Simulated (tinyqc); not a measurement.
A finite superlattice with mass mismatch, transfer matrices: one step of the calculation.

One electron of energy E comes from the left lead (band edge 0); no transverse momentum. Parabolic bands, masses in units of m0, C = hbar^2/(2 m0); psi and psi'/m are continuous at every interface. N periods of a barrier d1 followed by a well Lw; the right lead equals the left one.

Question. Product of the matrices. The matrix of the later layer stands to the left: M = M_n ... M_2 M_1; det M = 1.

M of layer 1:
```
           1           2
1  1.7310931  0.22943407
2  8.7026454   1.7310931
```

M of layer 2:
```
             1             2
1  -0.84656917  -0.080210893
2    3.5321965   -0.84656917
```

Give: M of one period.

Answer.

M of one period:
```
        1        2
1  -2.164  -0.3331
2  -1.253  -0.6551
```

Range of the model: Masses are held fixed, although real bands cease to be parabolic a few tenths of an eV from their edges (inside a barrier too).

tinyqc, about 0.01 s, one thread, Intel Xeon 2.30GHz (shared host): `OMP_NUM_THREADS=1 python tinyqc.py 2560128 2560129 out.jsonl`
